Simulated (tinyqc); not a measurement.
Worked calculation: coupled-perturbed Hartree-Fock on RHF in the sto-3g basis, for BeH2, spin multiplicity 1. One step of it, computed by the program tinyqc.

Task: Orthogonalisation. S = U s U^T; canonical form X = U s^(-1/2), so that X^T S X = 1. Each column of U has its largest component positive (the first on a tie).

overlap S, lower triangle:
```
           1Be 1s    1Be 2s   1Be 2px    1Be 2py   1Be 2pz     2H 1s     3H 1s
1Be 1s   1.000000
1Be 2s   0.259517  1.000000
1Be 2px  0.000000  0.000000  1.000000
1Be 2py  0.000000  0.000000  0.000000   1.000000
1Be 2pz  0.000000  0.000000  0.000000   0.000000  1.000000
2H 1s    0.040861  0.366369  0.000000   0.449470  0.021620  1.000000
3H 1s    0.040861  0.366369  0.000000  -0.449470  0.021620  0.012951  1.000000
```

Give: eigenvalues of S; X.

Result:

eigenvalues of S: 0.358  0.447  0.953  1.000  1.004  1.610  1.629

X:
```
              1       2       3      4       5      6       7
1Be 1s    0.000  -0.408   0.881  0.000  -0.247  0.278   0.000
1Be 2s    0.000   1.081  -0.064  0.000  -0.031  0.542   0.000
1Be 2px   0.000   0.000   0.000  1.000   0.000  0.000   0.000
1Be 2py   1.176   0.000   0.000  0.000   0.000  0.000   0.557
1Be 2pz   0.000   0.052   0.281  0.000   0.959  0.025   0.000
2H 1s    -0.840  -0.672  -0.308  0.000   0.087  0.353   0.390
3H 1s     0.840  -0.672  -0.308  0.000   0.087  0.353  -0.390
```
